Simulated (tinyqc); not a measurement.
Carrier statistics of a doped semiconductor with parabolic bands: one step. Intrinsic density and level. Four cases, with inputs chosen for the exercise.

Problem. With Boltzmann statistics ni = sqrt(Nc Nv) exp(-Eg/2kT) and Ei = Eg/2 + (kT/2) ln(Nv/Nc), counted from Ev.

Give: ni; Ei.

Case 1.

Eg = 1.1659819 eV
kT = 0.00663535 eV
Nc = 3.667416e+18 1/cm^3
Nv = 1.478922e+18 1/cm^3

Solution.

ni = 1.62e-20 1/cm^3
Ei = 0.5800 eV

Ei lies 3.0 meV below midgap, towards the band with the smaller density of states.

Case 2.

Eg = 2.2810451 eV
kT = 0.02585200 eV
Nc = 2.729310e+19 1/cm^3
Nv = 1.864865e+19 1/cm^3

Solution.

ni = 1.56 1/cm^3
Ei = 1.1356 eV

Ei lies 4.9 meV below midgap, towards the band with the smaller density of states.

Case 3.

Eg = 3.4181765 eV
kT = 0.01723467 eV
Nc = 1.240116e+18 1/cm^3
Nv = 2.530782e+19 1/cm^3

Solution.

ni = 4.80e-25 1/cm^3
Ei = 1.7351 eV

Ei lies 26.0 meV above midgap, towards the band with the smaller density of states.

Case 4.

Eg = 0.6947290 eV
kT = 0.01723467 eV
Nc = 5.542803e+18 1/cm^3
Nv = 2.799199e+18 1/cm^3

Solution.

ni = 6.95e+09 1/cm^3
Ei = 0.3415 eV

Ei lies 5.9 meV below midgap, towards the band with the smaller density of states.

Computed by tinyqc, one run a case: `OMP_NUM_THREADS=1 python tinyqc.py N N+1 out.jsonl` with N = 1651608, 1651609, 1651654, 1651775; one thread of a shared Intel(R) Xeon(R) Processor @ 2.30GHz, about 0.01 s a run at most.
